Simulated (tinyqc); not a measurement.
# Insulator thickness and V0 from two charges

Question. In an undoped wire Vg - V0 = Q/Cox + Vt ln(Q/Q0) + Vt ln(1 + Q/Q0) at the source, with Q0 = 4 eps0 eps_r Vt/R and Cox = eps0 eox/(R ln(1 + tox/R)). Find Cox, tox and V0.

Parameters, values chosen for the exercise; material values those of a made-up semiconductor:
```
symbol  value  unit                                      meaning
T         350     K                                  temperature
eps_r    9.66         relative permittivity of the semiconductor
eox      22.8        relative permittivity of the gate insulator
R           5    nm                                  wire radius
```

Constants: q = 1.602176634e-19 C, kB = 1.380649e-23 J/K, Vt = kB T/q, eps0 = 8.8541878128e-14 F/cm where lengths are in cm. Results are converted to the units shown.

Qs at Vg = 1.15 and 1.55 V (nC/cm^2): 787.29525  2059.3884

Answer. The two equations are linear in 1/Cox and V0; tox follows by inverting the logarithm.

Cox = 3.68 uF/cm^2
tox = 10.0 nm
V0 = 0.848 V

Computed by the program tinyqc: `OMP_NUM_THREADS=1 python tinyqc.py 2460118 2460119 out.jsonl`, one thread of a shared Intel Xeon 2.30GHz, about 0.03 s for the whole run.
